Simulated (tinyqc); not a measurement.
The first four gaps: longitudinal sound in a periodic multilayer: transfer matrices, stop bands and folded phonons. Computed by tinyqc, a small Python program. Command: `OMP_NUM_THREADS=1 python tinyqc.py 3018388 3018389 out.jsonl multilayer walk`. One thread of a shared host (Intel(R) Xeon(R) Processor @ 2.30GHz), about 0.01 s of CPU time with the checks.

Layers 1 and 2 repeat with period d = d_1 + d_2; waves travel normal to the layers, without loss. State vector (u, s): displacement u and stress divided by omega. Impedances Z = rho v are in 1e6 kg/(m^2 s).

Inputs (values chosen for the exercise, modelled on silicon (layer 1), germanium (layer 2) and silicon (substrate)):

| quantity | value | unit |
|---|---|---|
| density rho_1 | 2.35 | g/cm^3 |
| velocity v_1 | 8440 | m/s |
| thickness d_1 | 779 | nm |
| density rho_2 | 5.29 | g/cm^3 |
| velocity v_2 | 4980 | m/s |
| thickness d_2 | 454 | nm |
| substrate density | 2.31 | g/cm^3 |
| substrate velocity | 8440 | m/s |

Method:
- Z = rho v; interface reflection r = (Z_2 - Z_1)/(Z_2 + Z_1) (stress amplitude, from 1 into 2); Bragg frequency f_B = 1/[2 (d_1/v_1 + d_2/v_2)]; long-wave velocity v_eff = d/sqrt[(d_1/v_1)^2 + (d_2/v_2)^2 + (Z_1/Z_2 + Z_2/Z_1)(d_1/v_1)(d_2/v_2)].
- A layer maps (u, s) by [[cos p, sin p/Z], [-Z sin p, cos p]], p = 2 pi f d_i/v_i; one period is M = M_2 M_1, and cos(q d) = trace(M)/2.
- Gap m contains m f_B; its edges, where trace(M)/2 = (-1)^m, are found by root search. Weak-contrast estimate of the width: (4 f_B/pi) |r sin(m pi a)|, a = (d_1/v_1)/(d_1/v_1 + d_2/v_2).

Bragg frequency f_B = 2.72534 GHz

Z_1 = 19.834

Z_2 = 26.3442

interface reflection r = 0.140980

Stop bands (GHz):

| m | lower edge | upper edge | width | weak-contrast estimate |
|---|---|---|---|---|
| 1 | 2.480 | 2.971 | 0.49081 | 0.48918 |
| 2 | 5.446 | 5.455 | 0.00950 | 0.00950 |
| 3 | 7.931 | 8.421 | 0.49063 | 0.48899 |
| 4 | 10.892 | 10.911 | 0.01899 | 0.01899 |

With a = 0.503, gap 1 is the widest and gap 2 the narrowest: the layers are near a quarter wave each at f_B, so the even gaps almost close. The weak-contrast estimate misses the first width by -0.3 % at |r| = 0.14. Odd gaps open at the edge of the folded zone (q = pi/d), even ones at its centre.
